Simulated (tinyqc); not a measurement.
Scattering of inversion-layer electrons by surface optical phonons of the gate insulator (remote phonon scattering). Changing the mean distance of the electrons z0 = 3/b. Computed by tinyqc, a small Python program. Command: `OMP_NUM_THREADS=1 python tinyqc.py 3111819 3111820 out.jsonl sophonon sweep`. One thread of a shared host (Intel(R) Xeon(R) Processor @ 2.30GHz), about 0.02 s of CPU time with the checks.

One subband with the Fang-Howard envelope; insulator and channel are half-spaces, the gate is far away, and an interlayer only moves the polar surface away by t (its own modes and its permittivity contrast are left out).

Inputs (values chosen for the exercise, modelled on AlN on silicon):
```
quantity                                   value        unit
static constant of the insulator eps_0s     9.37           -
intermediate constant eps_i                 7.42           -
optical constant eps_inf                    4.78           -
hbar omega_TO1                                83         meV
hbar omega_TO2                              87.2         meV
constant of the channel eps_s               11.7           -
in-plane mass m                            0.192         m_0
valleys g_v                                    2           -
sheet density n                          1.1e+12      1/cm^2
interlayer thickness t                         1          nm
temperature T                                200           K
electron energy E                            100         meV
mobility from other processes                330  cm^2/(V s)
```

Screening by the channel electrons: none.

Constants: k_B = 8.617333262e-05 eV/K; hbar^2/(2 m_0) = 3.80998212 eV angstrom^2; e^2/(4 pi eps_0) = 14.39964548 eV angstrom; hbar = 6.582119569e-16 eV s; e = 1.602176634e-19 C; m_0 = 9.1093837015e-31 kg.

Method:
- eps(w) = eps_inf + (eps_0s - eps_i) w1^2/(w1^2 - w^2) + (eps_i - eps_inf) w2^2/(w2^2 - w^2). Surface modes solve eps(w) + eps_s = 0, a quadratic in w^2; the strength of a mode is g = 2/(w d eps/dw).
- Occupation N = 1/(exp(hbar w/(k_B T)) - 1).
- Density of states D = g_v m/(pi hbar^2); eta = E_F/(k_B T) = ln(exp(n/(D k_B T)) - 1); screening wave number q_s = e^2 D/(2 eps_0 eps_avg) x 1/(1 + exp(-eta)), eps_avg = (eps_s + eps_inf)/2; b = 3/z0.
- For a mode of strength g, without the occupation factor, Area x |M(q)|^2 = e^2 hbar w g/(2 eps_0 q) x (b/(b + q))^6 exp(-2 q t).
- Approximate momentum relaxation rate, taking tau v alike in the initial and final states: 1/tau = (m/(2 pi hbar^3)) sum over modes and over absorption (N, E' = E + hbar w) and emission (N + 1, E' = E - hbar w > 0) of [(1 - f(E'))/(1 - f(E))] int_0^(2 pi) Area |M(q)|^2 (1 - cos theta) d theta, q^2 = k^2 + k'^2 - 2 k k' cos theta, f the Fermi function; 48 midpoints in theta from 0 to pi.
- mu = (e/m) int tau E f (1 - f) dE/(k_B T int f dE), by 300 midpoints from 0 to (max(eta, 0) + 14) k_B T; Matthiessen sum with the other processes.

One run for each value; columns: (1) mean distance of the electrons z0 = 3/b (nm); (2) remote-phonon mobility (cm^2/(V s)); (3) loss of mobility (%); (4) tau at E (fs):
```
(1)        (2)      (3)    (4)
0.8  1.276e+06  0.02587    345
1.1  1.879e+06  0.01756    497
1.5  2.995e+06  0.01102    783
2.1  5.547e+06  0.00595   1458
4.1  2.771e+07  0.00119   7926
5.8  7.931e+07  0.00042  24624
8.0  2.413e+08  0.00014  82058
```

Give the missing row, mean distance of the electrons z0 = 3/b (nm) = 3.0.

Computed row; columns: (1) mean distance of the electrons z0 = 3/b (nm); (2) remote-phonon mobility (cm^2/(V s)); (3) loss of mobility (%); (4) tau at E (fs):
```
(1)        (2)      (3)   (4)
3.0  1.223e+07  0.00270  3320
```

Interpolating between the two neighbouring rows (the first column on a logarithmic scale, the others too where they are positive) misses most in tau at E (fs), by 8.3 %. Over the rows, remote-phonon mobility (cm^2/(V s)) rises from 1.28e6 to 2.41e8 (exponent d ln y / d ln x 1.2 between the first rows and 3.5 between the last); loss of mobility (%) falls from 0.0259 to 1.37e-4 (exponent d ln y / d ln x -1.2 between the first rows and -3.5 between the last); tau at E (fs) rises from 345 to 82100 (exponent d ln y / d ln x 1.1 between the first rows and 3.7 between the last).

Caution (all rows): a relaxation time is only an approximation for inelastic scattering, and static or no screening brackets the true dynamic screening only roughly.
